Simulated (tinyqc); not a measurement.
## Polarisation and half-bias from two TMR values

Problem. A tunnel junction has TMR = TMR0/(1 + (V/Vh)^2), TMR0 = 2 P1 P2/(1 - P1 P2). Find TMR0, Vh and P2.

Values chosen for this exercise: spin polarisation of the reference layer P1 = 0.73.

TMR at 0.1 and 0.6 V (%): 123.74992  45.512073

Solution. 1/TMR is linear in V^2, and P1 P2 = TMR0/(2 + TMR0).

TMR0 = 130 %
Vh = 0.440 V
P2 = 0.540

Program tinyqc, `OMP_NUM_THREADS=1 python tinyqc.py 2450059 2450060 out.jsonl`; Intel Xeon 2.30GHz, shared host, one thread, about 0.01 s.
